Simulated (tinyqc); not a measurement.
# Off-state leakage of single and stacked transistors, step by step

Program tinyqc, `OMP_NUM_THREADS=1 python tinyqc.py 2242051 2242052 out.jsonl`; Intel Xeon 2.30GHz, shared host, one thread, about 0.03 s. Printed values are rounded.

n-channel devices of unit width. Subthreshold current I(Vg, Vs, Vd) = I0 (T/300 K)^0.5 exp[(Vg - Vs - VT(T) - gb (Vs - Vb) + dd (Vd - Vs))/(nf Vt)] (1 - exp(-(Vd - Vs)/Vt)), VT(T) = VT - cT (T - 300 K). Gate-edge tunnelling Ig (Vd/1 V) exp(ag (Vd - 1 V)), for a gate at 0 V, and band-to-band leakage Ab u exp(-Bb/u), u = Vd - Vb + 1 V, flow at a drain held at V; both are taken as independent of T. In a stack of off transistors (all gates at 0 V) the same subthreshold current passes through each.

Inputs (values chosen for the exercise); values of the order met in bulk silicon logic transistors:
- T = 330 K (temperature)
- V = 1.2 V (supply voltage)
- VT = 0.45 V (threshold at 300 K, zero drain and body bias)
- cT = 0.7 mV/K (fall of the threshold with temperature)
- I0 = 0.27 uA/um (current at threshold at 300 K)
- nf = 1.2 (slope factor)
- dd = 0.14 (drain-induced lowering per volt)
- gb = 0.22 (rise of the threshold per volt of source-body bias)
- Ig = 1e-5 uA/um (gate-edge tunnelling current at 1 V)
- ag = 4 1/V (exponential slope of the gate current)
- Ab = 4 uA/(um V) (prefactor of band-to-band leakage at the drain)
- Bb = 21 V (its exponential voltage)
- Vb = -0.3 V (body voltage)

Constants: q = 1.602176634e-19 C, kB = 1.380649e-23 J/K, Vt = kB T/q. Results are converted to the units shown.

## Leakage of one transistor

Vg = Vs = 0, Vd = V; effective threshold VT(T) - gb Vb - dd V.

effective threshold = 0.327 V
parts (nA/um): subthreshold 0.0195175, gate edge 0.0267065, band-to-band 2.24867
total = 2.29490 nA/um
shares (%): subthreshold 0.850476, gate edge 1.16373, band-to-band 97.9858

The band-to-band part is the largest.

## Starting value

Vx = dd V/(1 + gb + 2 dd), the solution for Vx well above Vt, rounded to three decimals.

Vx at the start = 0.112 V

## Iteration 1: new Vx

Stack of two, Vx the node between them: I_low = I(0, 0, Vx), I_up = I(0, Vx, V), f = ln(I_up/I_low), f' = -(1 + gb + 2 dd)/(nf Vt) - 1/(Vt (exp(Vx/Vt) - 1)) - 1/(Vt (exp((V - Vx)/Vt) - 1)), Vx(new) = Vx - f/f'.

I_low = 2.20470e-4 nA/um
I_up = 2.24850e-4 nA/um
f = 0.0196695
f' = -44.6550 1/V
Vx after iteration 1 = 0.112440 V

## Iteration 2: new Vx

As before.

I_low = 2.20936e-4 nA/um
I_up = 2.20937e-4 nA/um
f = 2.41730e-6
f' = -44.6441 1/V
Vx after iteration 2 = 0.112441 V

## Course of the iteration

Stop when the step is below 1e-11 V, or after 40 iterations.

Course of the iteration:
```
iteration,Vx before the step (V),step (V)
1,0.112,4.40e-4
2,0.112440,5.41e-8
3,0.112441,8.33e-16
```

Converged in 3 iterations. The subthreshold current of the stack is 2.209e-4 nA/um, 88.3 times less than that of one transistor (the drain leakage is unchanged); the estimate exp[dd V (1 + gb + dd)/((1 + gb + 2 dd) nf Vt)] gives 86.8.
